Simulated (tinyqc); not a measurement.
## MOS capacitor on a p-type substrate, surface potential from the exact charge relation: Capacitance-voltage curves

Uniform p-type substrate, Boltzmann statistics, full ionisation, classical densities. psi is the surface potential against the body (positive when the bands bend down) and u = psi/Vt. Traps are spread evenly over the gap and neutral at flat band, so their charge is -q Dit psi; the minority quasi-Fermi level is shifted by Vb.

ni = sqrt(Nc Nv) exp(-Eg/(2 Vt)), Eg in volts; phiF = Vt ln(N/ni); Cox = eps0 eox/tox; Vfb = phiM - chi - (Eg - Vt ln(Nv/N)) - q Nf/Cox; Q0 = sqrt(2 eps0 eps_r q N Vt); r = (ni/N)^2 exp(-Vb/Vt); VT = Vfb + [(2 phiF + Vb)(1 + q Dit/Cox) + sqrt(2 eps0 eps_r q N (2 phiF + Vb))/Cox]. u = psi/Vt; F^2 = exp(-u) + u - 1 + r (exp(u) - u - 1); Qs = -sign(u) Q0 F; Cs = -dQs/dpsi = (Q0/Vt) |1 - exp(-u) + r (exp(u) - 1)|/(2 F). psi solves Vg = Vfb + psi + (q Dit psi - Qs)/Cox. Low frequency: 1/C_LF = 1/Cox + 1/(Cs + q Dit). High frequency, in the simple estimate in which traps and minority carriers do not follow: 1/C_HF = 1/Cox + 1/Cd, Cd being Cs with r = 0 at the same psi. Deep depletion: r = 0 and Dit = 0 both in the equation for psi and in Cs. Minority sheet density N_inv = (Q0/(2 q)) int_0^u r (exp(t) - 1)/F(t) dt for u > 0. N_inv under 1 cm^-2 is printed as 0. Regimes: accumulation when majority carriers gather, then depletion up to |psi| = phiF + Vb, weak inversion up to 2 phiF + Vb, strong inversion beyond.

Values chosen for this exercise; band and dielectric values close to those of 4H silicon carbide: temperature T = 400 K; band gap Eg = 3.25 eV; relative permittivity eps_r = 9.66; conduction-band density of states at T Nc = 2.63e19 cm^-3; valence-band density of states at T Nv = 3.82e19 cm^-3; electron affinity chi = 3.64 eV; acceptor density of the substrate N = 3.8e17 cm^-3; relative permittivity of the gate insulator (close to silicon dioxide) eox = 3.9; insulator thickness tox = 3 nm; gate work function phiM = 4.42 eV; fixed charge at the interface, in units of q Nf = 0 cm^-2; density of interface traps Dit = 7e10 cm^-2 eV^-1; reverse bias of the inversion layer against the body Vb = 0 V.

Constants: q = 1.602176634e-19 C, kB = 1.380649e-23 J/K, Vt = kB T/q, eps0 = 8.8541878128e-14 F/cm where lengths are in cm. Results are converted to the units shown.

Result of one run:
```
Vg (V)  psi (V)  C_LF/Cox  C_HF/Cox  C_deep/Cox  N_inv (cm^-2)          regime
0.92     2.7429  0.086895  0.078495    0.078168       6.0341e7  weak inversion
```

What becomes of these results when the gate voltage against the body Vg is changed from 0.92 to -0.81 V, all else the same?

Result of the changed run:
```
Vg (V)  psi (V)  C_LF/Cox  C_HF/Cox  C_deep/Cox  N_inv (cm^-2)     regime
-0.81    1.1883   0.12300   0.11544     0.11499              0  depletion
```

The whole series:
```
Vg (V)    psi (V)  C_LF/Cox  C_HF/Cox  C_deep/Cox  N_inv (cm^-2)            regime
-3.11    -0.17270   0.90370   0.90361     0.90381              0      accumulation
-2.53   -0.080481   0.72775   0.72703     0.72757              0      accumulation
-1.96     0.22612   0.24782   0.24227     0.24148              0         depletion
-1.38     0.69622   0.15403   0.14700     0.14645              0         depletion
-0.81      1.1883   0.12300   0.11544     0.11499              0         depletion
-0.23      1.7024   0.10578  0.097917    0.097524              0    weak inversion
0.34       2.2154  0.094751  0.086695    0.086339         15.215    weak inversion
0.92       2.7429  0.086895  0.078495    0.078168       6.0341e7    weak inversion
1.49       3.0958   0.82426  0.074178    0.072044      1.3328e12  strong inversion
2.07       3.1546   0.93512  0.073527    0.067088      5.0539e12  strong inversion
```

C_LF/Cox is lowest, 0.0869, at Vg = 0.92 V (weak inversion) among the rows listed and is 0.935 in the last row, where C_HF/Cox is 0.0735 and the deep-depletion value 0.0671. Vfb = -2.31 V, where C_HF/Cox = 0.516 (Cox in series with eps0 eps_r/LD), and VT = 1.14 V. Over the last two rows psi moves by only 0.10 V a volt of gate bias, since the inversion charge screens the body. In strong accumulation and inversion degeneracy and confinement, left out here, lower the capacitance.

Numbers from tinyqc (`OMP_NUM_THREADS=1 python tinyqc.py 2060052 2060053 out.jsonl`; about 0.01 s on one thread of a shared Intel Xeon 2.30GHz).
